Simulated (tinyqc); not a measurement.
Inside a calculation. Method: one-electron ion in a basis of Gaussians. One step of it, computed by the program tinyqc.

Question. Generalised eigenproblem. Solve H C = S C e through S^(-1/2); each column has its largest component positive (the first on a tie).

H = T + V (hartree):
```
           1          2
1  -6.170235  -6.434672
2  -6.434672  -6.656971
```

S:
```
          1         2
1  1.000000  0.968074
2  0.968074  1.000000
```

Give: eigenvalues of S; eigenvalues; coefficients.

Answer.

eigenvalues of S: 0.0319  1.9681

eigenvalues (hartree): -6.6572  0.7888

coefficients:
```
         1        2
1  -0.0209   3.9894
2   1.0202  -3.8568
```

For Z = 4 and l = 0 the exact lowest level is -Z^2/(2 n^2) with n = l + 1: -8.000000 hartree.
